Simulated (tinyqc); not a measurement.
# Carrier lifetime of an n-type layer with SRH, radiative, Auger and surface recombination: effect of the temperature at dn = 1e14 cm^-3

Uniform excess density dn = dp (no trapping), n = n0 + dn, p = p0 + dn, Boltzmann statistics, full ionisation. Surfaces enter as a rate 2 S dn/d, which holds while diffusion to them is fast.

Nc and Nv are given at 350 K and scale as (T/350 K)^1.5; all else is held fixed. ni = sqrt(Nc Nv) exp(-Eg/(2 Vt)), Eg in volts; majority density N/2 + sqrt(N^2/4 + ni^2), n0 p0 = ni^2; n1 = Nc exp(-Et/Vt), p1 = Nv exp((Et - Eg)/Vt); tn0 = 1/(sn vth Nt), tp0 = 1/(sp vth Nt). With e = n p - ni^2 = dn (n0 + p0 + dn): U_SRH = e/(tp0 (n + n1) + tn0 (p + p1)), U_rad = B e, U_Aug = (Cn n + Cp p) e, U_s = 2 S dn/d. Each tau is dn over its rate; tau = dn/U with U the sum. Here dn = 1e14 cm^-3.

Parameters, values chosen for the exercise; band and dielectric values close to those of silicon: band gap Eg = 1.13 eV; conduction-band density of states at the reference temperature Nc = 3.49e19 cm^-3; valence-band density of states at the reference temperature Nv = 3.38e19 cm^-3; radiative coefficient B = 4.78e-15 cm^3/s; donor density N = 4.2e17 cm^-3; Auger coefficient (two electrons) Cn = 2.4e-31 cm^6/s; Auger coefficient (two holes) Cp = 1.5e-31 cm^6/s; trap density Nt = 3.3e10 cm^-3; capture cross-section for electrons sn = 5e-17 cm^2; capture cross-section for holes sp = 1e-17 cm^2; thermal velocity (both carriers) vth = 1.2e7 cm/s; trap level below the conduction band Et = 0.34 eV; surface recombination velocity (both faces) S = 0 cm/s; sample thickness d = 3 um.

Constants: q = 1.602176634e-19 C, kB = 1.380649e-23 J/K, Vt = kB T/q. Results are converted to the units shown.

The same in every row: tau_rad (s) = 4.980e-4; tau_Aug (s) = 2.361e-5.

Effect of the temperature at dn = 1e14 cm^-3:

| T (K) | tau_SRH (s) | tau (s) | radiative share (%) | largest path |
|---|---|---|---|---|
| 200 | 0.2525 | 2.254e-5 | 4.525 | Auger |
| 240 | 0.2525 | 2.254e-5 | 4.525 | Auger |
| 280 | 0.2525 | 2.254e-5 | 4.525 | Auger |
| 320 | 0.2526 | 2.254e-5 | 4.525 | Auger |
| 360 | 0.2529 | 2.254e-5 | 4.525 | Auger |
| 400 | 0.2539 | 2.254e-5 | 4.525 | Auger |
| 440 | 0.2563 | 2.254e-5 | 4.525 | Auger |
| 480 | 0.2616 | 2.254e-5 | 4.525 | Auger |

What does the table show?

Auger recombination leads at T = 200 and in all other rows. tau_SRH rises from 0.253 to 0.262 s and the total lifetime stays near 2.25e-5 s.

Program tinyqc, `OMP_NUM_THREADS=1 python tinyqc.py 2300140 2300141 out.jsonl`; Intel Xeon 2.30GHz, shared host, one thread, about 0.01 s.
